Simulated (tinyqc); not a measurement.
From results back to parameters: direct gap of a germanium-like layer under biaxial tension. Four cases, with inputs chosen for the exercise.

Problem. A (001) layer under biaxial tension e_par has ezz = -2 (C12/C11) e_par, Ec = Eg + ac tr(e), E(HH) = -P - Q and E(LH) = -P + (Q - Dso + sqrt(Dso^2 + 2 Dso Q + 9 Q^2))/2 with P = -av tr(e), Q = -b (e_par - ezz). The transition from the light-hole edge is given.

Find: e_par; Ec - E(HH).

Method. Ec - E(LH) falls steadily with tension, so bisection between 0 and 4 % gives the only root; then Ec - E(HH) = Eg + (ac - av) tr(e) + Q.

Case 1.

Values chosen (near those of Ge, gaps at low temperature; shifted at random, so the results belong to these values and not to a real crystal):
- Eg = 0.912 eV (gap at Gamma to the s-like level)
- Dso = 0.29 eV (spin-orbit splitting)
- ac = -8.22 eV (conduction deformation potential)
- av = 1.22 eV (valence hydrostatic potential)
- b = -2.58 eV (tetragonal shear potential)
- C11 = 129.8 GPa
- C12 = 48.4 GPa

Ec - E(LH) = 0.633356 eV

Solution.

e_par = 1.550 %
Ec - E(HH) = 0.7983 eV

Case 2.

Values chosen (near those of Ge, gaps at low temperature; shifted at random, so the results belong to these values and not to a real crystal):
- Eg = 0.908 eV (gap at Gamma to the s-like level)
- Dso = 0.284 eV (spin-orbit splitting)
- ac = -8.32 eV (conduction deformation potential)
- av = 1.23 eV (valence hydrostatic potential)
- b = -2.56 eV (tetragonal shear potential)
- C11 = 130.8 GPa
- C12 = 48.8 GPa

Ec - E(LH) = 0.852284 eV

Solution.

e_par = 0.330 %
Ec - E(HH) = 0.8832 eV

Case 3.

Values chosen (near those of Ge, gaps at low temperature; shifted at random, so the results belong to these values and not to a real crystal):
- Eg = 0.882 eV (gap at Gamma to the s-like level)
- Dso = 0.288 eV (spin-orbit splitting)
- ac = -8.32 eV (conduction deformation potential)
- av = 1.26 eV (valence hydrostatic potential)
- b = -2.57 eV (tetragonal shear potential)
- C11 = 128.8 GPa
- C12 = 48 GPa

Ec - E(LH) = 0.654498 eV

Solution.

e_par = 1.270 %
Ec - E(HH) = 0.7863 eV

Case 4.

Values chosen (near those of Ge, gaps at low temperature; shifted at random, so the results belong to these values and not to a real crystal):
- Eg = 0.904 eV (gap at Gamma to the s-like level)
- Dso = 0.293 eV (spin-orbit splitting)
- ac = -8.13 eV (conduction deformation potential)
- av = 1.24 eV (valence hydrostatic potential)
- b = -2.52 eV (tetragonal shear potential)
- C11 = 130.5 GPa
- C12 = 48.2 GPa

Ec - E(LH) = 0.837234 eV

Solution.

e_par = 0.400 %
Ec - E(HH) = 0.8743 eV

Computed by tinyqc, one run a case: `OMP_NUM_THREADS=1 python tinyqc.py N N+1 out.jsonl` with N = 1051376, 1051416, 1051436, 1051446; one thread of a shared Intel(R) Xeon(R) Processor @ 2.30GHz, about 0.01 s a run at most.
